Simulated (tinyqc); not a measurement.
## Composition from the perpendicular lattice constant

Question. The layer is x parts of the first compound and 1 - x of the second, grown coherently on the third as substrate and barrier. Rows of the table: lattice constant a, average valence level Ea on an absolute scale, spin-orbit splitting so, gaps at Gamma, X and L, hydrostatic deformation potentials av and ac (Gamma), shear potential b, elastic constants, electron and heavy-hole (along z) masses. All are interpolated linearly in x; gaps get -C x (1 - x), taken wholly in the conduction band; real line-ups can differ from this model by 0.1 eV or more. In-plane strain e = (a_substrate - a)/a, e_z = -2 (c12/c11) e, volume change 2 e + e_z. X-ray diffraction gives a_z = a (1 + e_z) of the coherent layer. Find x, e and the relaxed Gamma gap.

Values chosen for this exercise: bowing of the Gamma gap CG = 0.65 eV; bowing of the X gap CX = 0.2 eV; bowing of the L gap CL = 1.03 eV.

Binary compounds, values chosen for the exercise:
```
              close to InP  close to GaP  close to GaAs
a (angstrom)         5.869         5.451          5.653
Ea (eV)              -7.04          -7.4          -6.92
so (eV)              0.109        0.0805          0.343
EG (eV)               1.36           2.8           1.44
EX (eV)               2.18          2.27            1.9
EL (eV)               1.91          2.59           1.69
av (eV)               1.25          1.72           1.17
ac (eV)              -5.07         -7.11          -7.09
b (eV)               -1.71          -1.8          -1.71
c11 (GPa)              102           141            119
c12 (GPa)             55.4          61.5           53.8
me (m0)             0.0809         0.129         0.0666
mh (m0)              0.524         0.328          0.345
```

lattice constant along the growth direction = 5.56935347 angstrom

Solution. a_z changes steadily with x, about (1 + 2 c12/c11) times as fast as the relaxed lattice constant, so one composition matches.

x = 0.380
e = 0.769 %
relaxed Gamma gap = 2.10 eV

Numbers from tinyqc (`OMP_NUM_THREADS=1 python tinyqc.py 2690007 2690008 out.jsonl`; about 0.01 s on one thread of a shared Intel Xeon 2.30GHz).
